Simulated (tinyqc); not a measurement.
Sublattice potential against complex hopping: Haldane model. Computed by the program tinyqc. H_AA = delta - 2 t2 sum cos(k.b + phi), H_BB = -delta - 2 t2 sum cos(k.b - phi), H_AB = -t1 (1 + exp(-i k.a1) + exp(-i k.a2)), b = a1, a2 - a1, -a2, m = 3 sqrt3 t2 sin(phi); the sign of the Chern number follows the orientation k1 then k2.

Honeycomb lattice:
```
parameter,value
t1 (eV),0.930000
t2 (eV),0.100000
phi (rad),-2.330000
```

Gaps at the two valleys (eV) and Chern number of the lower band (12 x 12 mesh):
```
delta,gap 2|delta - m|,gap 2|delta + m|,Chern number
-0.678,0.602,2.110,0
-0.490,0.226,1.734,0
-0.226,0.302,1.206,1
0.000,0.754,0.754,1
0.151,1.056,0.452,1
0.283,1.320,0.188,1
0.471,1.696,0.188,0
0.754,2.262,0.754,0
```

What does the comparison show, and why?

Here |m| = 0.3769 eV. For |delta| < |m| the two valleys have masses of opposite sign and the Chern number is +/-1; one gap closes at |delta| = |m|, and beyond it the band is trivial.
